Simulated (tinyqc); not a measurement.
From results to parameters: two-site tight-binding chain. Computed by the program tinyqc.

Problem. A two-site chain has site energies +delta (A) and -delta (B) and hoppings t1 > t2 > 0, so E = +/- sqrt(delta^2 + |t1 + t2 exp(-ika)|^2). Find delta, t1 and t2.

upper band at k = 0 = 1.601250 eV
upper band at the zone edge = 0.806226 eV
weight of the upper band on site A at the zone edge = 0.958929

Solution. The weight on A is (1 + delta/E)/2, which gives delta; then t1 + t2 = sqrt(E(0)^2 - delta^2) and t1 - t2 = sqrt(E(edge)^2 - delta^2).

delta, t1, t2 (eV): 0.740  0.870  0.550
